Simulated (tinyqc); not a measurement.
Worked calculation: double quantum well by finite differences. Values are carried at full precision from step to step, so a last printed digit may differ when a step is redone from the rounded ones.

Finite differences on points z_i at the centres of cells of width h: H_ii = (c/h^2)(1/m_(i-1/2) + 1/m_(i+1/2)) + V_i, H_(i,i+1) = -(c/h^2)/m_(i+1/2), where m_(i+1/2) is the mean of the masses at the two points (the end values are repeated outwards), psi = 0 on the points beyond both ends, c = hbar^2/2m0. The field adds e F (z - z0) with z0 the middle of the structure; 1 kV/cm = 1e-5 eV/angstrom.

Constants: hbar^2/2m0 = 3.80998211 eV angstrom^2.

Inputs chosen for the exercise (near those of an InGaAs well in InP; shifted at random, so the results belong to these values and not to a real crystal):
- layers = ((52, 0.256, 0.0783), (52, 0, 0.0404), (13, 0.256, 0.0783), (52, 0, 0.0404), (52, 0.256, 0.0783)) (each layer: thickness in angstrom, band edge in eV, mass in m0)
- F = 57 kV/cm (field along z)
- h = 13 angstrom (cell width of the coarse grid)
- hf = 0.8125 angstrom (cell width of the fine grid)

## The coarse grid

List the points, the potential with the field, and the masses.

Grid:
```
i   z (angstrom)   V (eV)  m (m0)
1            6.5   0.1967  0.0783
2           19.5   0.2041  0.0783
3           32.5   0.2115  0.0783
4           45.5   0.2190  0.0783
5           58.5  -0.0296  0.0404
6           71.5  -0.0222  0.0404
7           84.5  -0.0148  0.0404
8           97.5  -0.0074  0.0404
9          110.5   0.2560  0.0783
10         123.5   0.0074  0.0404
11         136.5   0.0148  0.0404
12         149.5   0.0222  0.0404
13         162.5   0.0296  0.0404
14         175.5   0.2930  0.0783
15         188.5   0.3005  0.0783
16         201.5   0.3079  0.0783
17         214.5   0.3153  0.0783
```

## The tridiagonal Hamiltonian

Form the diagonal and the neighbouring elements; V in the grid already includes the field.

diagonal H_ii (eV): 0.7726  0.7800  0.7874  0.8867  0.9082  1.0938  1.1012  0.9305  1.0157  0.9453  1.1309  1.1383  0.9675  0.9608  0.8763  0.8837  0.8911

H_(i,i+1) (eV): -0.2879  -0.2879  -0.2879  -0.3799  -0.5580  -0.5580  -0.5580  -0.3799  -0.3799  -0.5580  -0.5580  -0.5580  -0.3799  -0.2879  -0.2879  -0.2879

## Lowest levels on the coarse grid

Diagonalise the symmetric tridiagonal matrix; give the three lowest levels and the weights u_i^2 (sum 1) of the two lowest.

levels (eV): 0.0525  0.1164  0.2886

weights on the points:
```
             1      2      3      4      5      6      7      8      9     10     11     12
level 1  0.000  0.002  0.010  0.043  0.144  0.195  0.197  0.154  0.065  0.065  0.055  0.039
level 2  0.000  0.003  0.009  0.029  0.074  0.074  0.041  0.007  0.013  0.125  0.200  0.212

            13     14     15     16     17
level 1  0.023  0.005  0.001  0.000  0.000
level 2  0.157  0.044  0.009  0.002  0.000
```

## Halving the cell width

The same with h, h/2, ..., h/32. The end points move with h, since psi vanishes half a cell beyond the structure. Richardson value (4 E(h/32) - E(h/16))/3.

Convergence:
```
cell (angstrom)  points  E1 (eV)  E2 (eV)  E1 - finest (meV)
13.0000              17  0.05250  0.11638             -4.717
6.5000               34  0.05595  0.12074             -1.264
3.2500               68  0.05689  0.12189             -0.327
1.6250              136  0.05713  0.12220             -0.082
0.8125              272  0.05720  0.12228             -0.018
0.4062              544  0.05721  0.12231              0.000
```

Richardson values of E1, E2 (eV): 0.05722  0.12231

The coarse grid is 4.7 meV too low in E1. The last differences between rows shrink by a factor 3.7 (4 for a pure h^2 error, 2 for one linear in h).

## Positions and dipoles on the fine grid

With h sum psi^2 = 1: <z - z0> of three levels, |z_12| and |z_13|, the mass m1 from 1/m1 = <1|1/m|1>, and f_1j = (m1/c)(E_j - E_1) z_1j^2.

levels (eV): 0.0572  0.1223  0.3032

<z - z0> (angstrom): -20.2  15.8  -33.7

|z_12|, |z_13| (angstrom): 28.25  8.09

m1 = 0.0437 m0

f_12, f_13: 0.595  0.184

Parity is broken, so the 1-3 transition is allowed, with 0.31 times the strength of 1-2. E2 - E1 = 65.1 meV, a wavelength of 19.0 micrometre (hc = 1239.841984 eV nm). Level 3 lies above the lowest point of the outer barriers, so it is a resonance or a state of the finite grid, and values that rest on it depend on the ends of the grid.

## Checks

- E1 at zero field on the grid h/32 against transfer matrices between the same hard ends, eV: both 0.0635.

tinyqc: `OMP_NUM_THREADS=1 python tinyqc.py 1280496 1280497 out.jsonl`; about 0.03 s, one thread, shared Intel(R) Xeon(R) Processor @ 2.30GHz.
